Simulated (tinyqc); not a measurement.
Band filling: full bands against the rectangular model: Slater-Koster d bands of an fcc metal.

Slater-Koster d bands. For a bond with direction cosines (l, m, n) the 5 x 5 block is dds Ps + ddp Pp + ddd (1 - Ps - Pp), the projectors on sigma, pi and delta states about the bond; for instance <xy|xy> = 3 l^2 m^2 dds + (l^2 + m^2 - 4 l^2 m^2) ddp + (n^2 + l^2 m^2) ddd, <xy|yz> = 3 l m^2 n dds + l n (1 - 4 m^2) ddp + l n (m^2 - 1) ddd and <3z2-r2|3z2-r2> = (n^2 - (l^2 + m^2)/2)^2 dds + 3 n^2 (l^2 + m^2) ddp + (3/4)(l^2 + m^2)^2 ddd. H(k) sums the blocks times cos(k.R) over the neighbours; the d level is the zero of energy; k in 2 pi/a.

Neighbours: twelve at (a/2)(1,1,0) and equivalents.

Mesh: k = f1 b1 + f2 b2 + f3 b3 with fractions (j + 1/2)/N, j = 0 to N - 1, and b = (-1,1,1), (1,-1,1), (1,1,-1) for fcc, (0,1,1), (1,0,1), (1,1,0) for bcc, unit vectors for simple cubic. The lowest Nd/10 of all levels are filled with two electrons each; the bond energy is their sum per atom.

Values chosen for the exercise (of the size met in Ir; not measured data):
```
symbol  value   unit  meaning
dds     -1.087  eV    dd sigma
ddp     0.663   eV    dd pi
ddd     -0.141  eV    dd delta
N       8             mesh
```

W = sqrt(12 mu2) with mu2 the mean square level on the mesh; rectangular model: Fermi level W (Nd/10 - 1/2), bond energy -W Nd (10 - Nd)/20. The Fermi level of the mesh is the highest filled level.

Per atom (eV):
```
Nd  EF, bands  bond energy, bands  EF, rectangle  bond energy, rectangle
1      -2.939              -3.727         -3.111                  -3.500
2      -2.343              -6.396         -2.333                  -6.222
3      -1.629              -8.378         -1.556                  -8.167
4      -0.731              -9.569         -0.778                  -9.333
5       0.151              -9.826          0.000                  -9.722
6       1.059              -9.190          0.778                  -9.333
7       1.653              -7.791          1.556                  -8.167
8       2.328              -5.770          2.333                  -6.222
9       2.889              -3.137          3.111                  -3.500
```

W = 7.778 eV
full width on the mesh = 8.778 eV

How do the results move, and what explains it?

The bond energy is deepest at Nd = 5 (-9.826 eV); the rectangle has its minimum at 5. The two differ most at Nd = 8, by 0.452 eV or 5 % of the deepest value: the second moment fixes the parabola, and higher moments the rest. At Nd = 3 and 7 the bands give -8.378 and -7.791 eV, a skew towards less than half filling.

Run: tinyqc, `OMP_NUM_THREADS=1 python tinyqc.py 1451207 1451208 out.jsonl`; Intel(R) Xeon(R) Processor @ 2.30GHz, one thread, shared host; about 0.07 s of CPU time with all checks.
